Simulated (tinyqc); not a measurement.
# Worked calculation: frequency dispersion of an accumulation capacitance by border traps, distributed model

Program tinyqc, `OMP_NUM_THREADS=1 python tinyqc.py 2202084 2202085 out.jsonl`; Intel Xeon 2.30GHz, shared host, one thread, about 0.6 s. Printed values are rounded.

Traps spread evenly through the insulator exchange electrons with the semiconductor by tunnelling, with tau(x) = t0 exp(2 ka x) at depth x from the interface. The admittance per area Y seen at depth x obeys dY/dx = -Y^2/(i w eps0 eox) + q Nb ln(1 + i w tau)/tau, with Y(0) = i w Cs and w = 2 pi f; the gate sees Y(tox) = G + i w C. Working variable y = Y/(i w), in uF/cm^2. Cox = eps0 eox/tox.

Inputs (values chosen for the exercise); permittivity close to that of aluminium oxide: relative permittivity of the insulator eox = 8.92; insulator thickness tox = 8 nm; semiconductor capacitance in accumulation Cs = 7.1 uF/cm^2; density of border traps Nb = 1.3e19 cm^-3 eV^-1; decay constant of the wave function in the insulator ka = 4.2 1/nm; time constant of a trap at the interface t0 = 6e-11 s; frequency f = 100 Hz; depth down to which the steps are taken xe = 2.6 nm.

Constants: q = 1.602176634e-19 C, eps0 = 8.8541878128e-14 F/cm where lengths are in cm. Results are converted to the units shown.

## Scales and lumped estimate

Cox; trap-free value 1/(1/Cox + 1/Cs); response depth d = ln(1/(w t0))/(2 ka), where w tau = 1; lumped estimate: all traps within d act as C_bt = q Nb d placed at d/2, so C = 1/{1/[1/(1/Cs + d/(2 eps0 eox)) + C_bt] + (tox - d/2)/(eps0 eox)}.

Cox = 0.987242 uF/cm^2
trap-free C = 0.866725 uF/cm^2
d = 2.03496 nm
C_bt = 0.423847 uF/cm^2
lumped C = 0.888016 uF/cm^2

The traps within reach amount to 0.0597 Cs and lie in the first 25.4 % of the insulator.

## Midpoint steps through the active depth

In terms of y: dy/dx = -y^2/(eps0 eox) + s(x), s = q Nb ln(1 + z)/z, z = i w tau. 9 midpoint steps of h = xe/9: y_half = y + (h/2) y'(x, y), y(new) = y + h y'(x + h/2, y_half).

| point | x (nm) | s (uF/(cm^2 nm)) | y (uF/cm^2) |
|---|---|---|---|
| 0 | 0 | 0.208283+0.000000i | 7.10000+0.00000i |
| 1 | 0.288889 | 0.208283+0.000000i | 5.75043+0.00000i |
| 2 | 0.577778 | 0.208283-0.000001i | 4.83074+0.00000i |
| 3 | 0.866667 | 0.208283-0.000006i | 4.17177+0.00000i |
| 4 | 1.15556 | 0.208283-0.000064i | 3.68027-0.00001i |
| 5 | 1.44444 | 0.208280-0.000730i | 3.30188-0.00006i |
| 6 | 1.73333 | 0.207847-0.008240i | 3.00310-0.00074i |
| 7 | 2.02222 | 0.169679-0.068600i | 2.76099-0.00811i |
| 8 | 2.31111 | 0.030155-0.047594i | 2.52980-0.02783i |
| 9 | 2.6 | 0.002825-0.008584i | 2.31884-0.02836i |

## Capacitance and conductance at the gate

y at xe = 2.31884-0.02836i uF/cm^2

Beyond xe the traps are ignored, so 1/y(tox) = 1/y(xe) + (tox - xe)/(eps0 eox); C = Re y, G/w = -Im y, loss tangent G/(w C).

y at the gate = 0.896915-0.004243i uF/cm^2
C = 0.896915 uF/cm^2
G/w = 0.00424281 uF/cm^2
loss tangent = 0.00473046

A fine integration over the whole insulator gives C = 0.89303 and G/w = 0.004505 uF/cm^2; the coarse G/w is 5.8 % below that. The fine C is 3.0 % above the trap-free value, and the lumped estimate is 0.56 % below the fine result.
